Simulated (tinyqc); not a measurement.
How far the derived k.p bands hold: k.p values derived from sp3s* tight binding at Gamma.

sp3s* tight binding, nearest neighbours only: anion (a) at 0, cation (c) at a/4 (1,1,1), orbitals s, px, py, pz, s* on each; k in units of 2 pi/a. With phases e_j = exp(i (pi/2) k.n_j) for n = (1,1,1), (1,-1,-1), (-1,1,-1), (-1,-1,1): g0 = (e1+e2+e3+e4)/4, g1 = (e1+e2-e3-e4)/4, g2 = (e1-e2+e3-e4)/4, g3 = (e1-e2-e3+e4)/4. The diagonal holds the levels Esa, Epa, Exa (s*) and Esc, Epc, Exc. Anion-cation block: <sa|sc> = Vss g0; <sa|xc> = Vsapc g1; <xa|sc> = -Vscpa g1; <xa|xc> = Vxx g0; <xa|yc> = <ya|xc> = Vxy g3, <xa|zc> = <za|xc> = Vxy g2, <ya|zc> = <za|yc> = Vxy g1; <s*a|xc> = Vxapc g1; <xa|s*c> = -Vpaxc g1; y and z take g2 and g3 in place of g1; s-s* and s*-s* vanish.

Constants: hbar^2/2m0 = 3.80998211 eV angstrom^2.

Inputs chosen for the exercise (near a published set for SiC, fitted to gaps, whose masses and valley positions are rough; not measured data):
- a = 4.356 angstrom (lattice constant)
- Esa = -8.446 eV (s level of the anion)
- Epa = 2.116 eV (p level of the anion)
- Esc = -4.816 eV (s level of the cation)
- Epc = 4.375 eV (p level of the cation)
- Exa = 9.701 eV (s* level of the anion)
- Exc = 9.263 eV (s* level of the cation)
- Vss = -12.406 eV (s-s)
- Vxx = 3.021 eV (px-px)
- Vxy = 5.96 eV (px-py)
- Vsapc = 9.435 eV (s anion, p cation)
- Vscpa = 9.257 eV (s cation, p anion)
- Vxapc = 8.66 eV (s* anion, p cation)
- Vpaxc = 4.397 eV (p anion, s* cation)

Couplings:

| pair | P (eV angstrom) | E(first) - E(second) (eV) |
|---|---|---|
| S+ to P- | -10.09627 | 5.88681 |
| S+ to P+ | 1.17334 | -0.56368 |
| S- to P- | 0.98559 | -19.18932 |
| s*a to P- | -5.37550 | 9.68075 |
| s*c to P- | 3.93432 | 9.24275 |

mass = 0.50167 m0

L, M, N (eV angstrom^2): -20.2468  -4.8527  -21.8349

Along [100]: level 5 and level 2 of the full matrix against parabolas c k^2/m and L k^2, and against the two-level form that keeps S+ and the x state of P- exactly, [[EG + (c/m - P^2/EG) k^2, P k], [P k, (L + P^2/EG) k^2]]. Energies from Ev.

Levels (eV):

| k (1/angstrom) | c: full | c: parabola | c: two-level | v: full | v: parabola | v: two-level |
|---|---|---|---|---|---|---|
| 0.02 | 5.8898 | 5.8898 | 5.8898 | -0.0081 | -0.0081 | -0.0081 |
| 0.04 | 5.8987 | 5.8990 | 5.8989 | -0.0323 | -0.0324 | -0.0323 |
| 0.06 | 5.9127 | 5.9142 | 5.9138 | -0.0722 | -0.0729 | -0.0725 |
| 0.09 | 5.9405 | 5.9483 | 5.9464 | -0.1607 | -0.1640 | -0.1620 |
| 0.12 | 5.9665 | 5.9962 | 5.9902 | -0.2814 | -0.2916 | -0.2855 |
| 0.16 | 5.9466 | 6.0812 | 6.0631 | -0.4878 | -0.5183 | -0.5002 |
| 0.20 | 5.8199 | 6.1906 | 6.1487 | -0.7397 | -0.8099 | -0.7680 |
| 0.30 | 5.3551 | 6.5703 | 6.3906 | -1.5231 | -1.8222 | -1.6425 |

How do the results move, and what explains it?

The conduction parabola stays within 10 meV up to k = 0.09 and the two-level form up to 0.09; for the light valence band, 0.09 and 0.12 (1/angstrom, among these rows; a dash would mean not even the first). At 0.2 the errors are +371 and +329 meV for the conduction band. Keeping the strongest coupling exactly removes less than half of that error: higher bands, which bend level 5 down towards X, make the rest.

Computed by tinyqc, a small Python program: `OMP_NUM_THREADS=1 python tinyqc.py 1450566 1450567 out.jsonl` (the numbers bound the seed that draws the inputs); one thread of a shared host (Intel(R) Xeon(R) Processor @ 2.30GHz), about 0.01 s for the whole set of steps.
